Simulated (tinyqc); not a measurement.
Comparisons within one model: six-band hole subbands of a thin body in a field. A value that a table varies takes the place of the one given here.

Basis X, Y, Z times spin, hole energies counted downwards from the unstrained edge (the hydrostatic shift is left out), c = hbar^2/2m0. For a symmetric tensor T let C(T) have C_XX = L Txx + M (Tyy + Tzz), C_XY = N Txy (cyclic), L = c (g1 + 4 g2), M = c (g1 - 2 g2), N = 6 c g3. k = q + kz n, n the unit normal, q = k1 u + k2 v with u along the channel [1-10] and v = n x u. H = C(k k^T) + (Dso/3)(1 - L.sigma) - B + e F z with (L_k)_ij = -i epsilon_kij; B is the block C built from the traceless strain with 2b, -b and sqrt(3) d in place of L, M, N. Strain: exx = eyy = (s11 + s12) sx/2, ezz = s12 sx, exy = -s44 sx/4. Hard walls at z = 0 and t; basis sin(j pi z/t), j = 1 to Nz: kz^2 = (j pi/t)^2, kz = -i D with D_jl = 4 j l/(t (j^2 - l^2)), z_jj = t/2 and z_jl = -8 t j l/(pi (j^2 - l^2))^2 for j + l odd; 1 MV/cm = 0.01 eV/angstrom.

Nz = 14. E1 is the top subband at q = 0, gap the distance to the next pair, and the masses are c q^2/(E(q) - E1) at |q| = 0.02 1/angstrom (mean of the spin pair) along the channel [1-10] and across it in the plane; a dash marks a band that does not rise.

Constants: hbar^2/2m0 = 3.80998211 eV angstrom^2.

Inputs chosen for the exercise (near those of a p-type Si channel; the results hold for these values, not for the real material): g1 = 4.27 (Luttinger gamma1); g2 = 0.34 (gamma2); g3 = 1.44 (gamma3); Dso = 0.044 eV (spin-orbit splitting); b = -2.09 eV (tetragonal potential); d = -4.8 eV (trigonal potential); S = (7.54, -2.13, 12.7) 1/TPa (compliances s11, s12, s44); face = 110 (surface); t = 65 angstrom (body thickness); F = 0.5 MV/cm (field across the body); sx = 0 GPa (stress along the channel [1-10], negative in compression).

## Stress along the channel

Each row has its own sx.

Results:
```
sx (GPa)  E1 (meV)  gap (meV)  m channel  m across
-3.0         -25.1       53.0      0.114     0.279
-2.0          11.2       52.9      0.115     0.279
-1.0          47.5       52.8      0.115     0.279
-0.5          65.5       52.7      0.116     0.279
0.0           83.5       52.3      0.116     0.279
0.5          101.3       50.4      0.118     0.280
1.0          118.5       35.8      0.121     0.282
```

What can be read from the table?

Under 2 GPa of compression the channel mass goes from 0.116 to 0.115 m0, the mass across at 0.279; the gap to the next subband is 53, 52 and 36 meV at -2, 0 and +1 GPa. The lightest channel mass of the table, 0.114 m0, is at -3.0 GPa. Compression changes the channel mass little here, since confinement on this face has already singled out the orbital that the stress favours.

## Surface orientation and number of bands

Three faces, six bands; and four bands, with Dso set to 1000 eV.

Results:
```
case           E1 (meV)  gap (meV)  m channel  m across
(001) 6 bands     163.7       14.3      0.424     0.424
(001) 4 bands     163.7       19.1      0.354     0.354
(110) 6 bands      83.5       52.3      0.116     0.279
(110) 4 bands     128.7       76.2      0.151     0.317
(111) 6 bands     119.2       26.3      0.282     0.285
(111) 4 bands     119.2       89.3      0.193     0.193
```

What can be read from the table?

With six bands the top subband is shallowest on (110) (83.5 meV) and deepest on (001). The lightest channel mass is on (110) (0.116 m0). Dropping the split-off band moves E1 by 0.0, 45.2 and 0.0 meV and the gap by 4.9, 23.9 and 63.0 meV on the three faces, with Dso = 44 meV.

## What each parameter does

Six bands. Each row changes one parameter from the base and keeps the others.

Results:
```
case             E1 (meV)  gap (meV)  m channel (m0)  m across (m0)
base                 83.5       52.3           0.116          0.279
t = 75 angstrom      83.5       52.3           0.116          0.280
F = 0.8 MV/cm       110.0       71.9           0.116          0.279
sx = -0.5 GPa        65.5       52.7           0.116          0.279
g3 = 1.34           101.5       64.5           0.121          0.280
g2 = 0.39            87.2       55.0           0.117          0.287
Dso = 0.066 eV       88.7       52.0           0.117          0.281
d = -3.84 eV         83.5       52.3           0.116          0.279
```

What does this show?

The largest shifts from the base row, up to three for each result and ties (the steps differ in size, so this ranks the rows, not the parameters). E1 (meV): F +26.5, g3 +18.0, sx -18.0; unchanged at the printed digits by t and d. gap (meV): F +19.5, g3 +12.2, g2 +2.7; unchanged at the printed digits by t and d. m channel (m0): g3 +0.005, Dso +0.001, g2 +0.000; unchanged at the printed digits by t, F, sx and d. m across (m0): g2 +0.008, Dso +0.001, g3 +0.000, t +0.000; unchanged at the printed digits by F, sx and d.

(tinyqc, `OMP_NUM_THREADS=1 python tinyqc.py 1251628 1251629 out.jsonl`, Intel(R) Xeon(R) Processor @ 2.30GHz, 1 thread, shared host, about 0.3 s.)
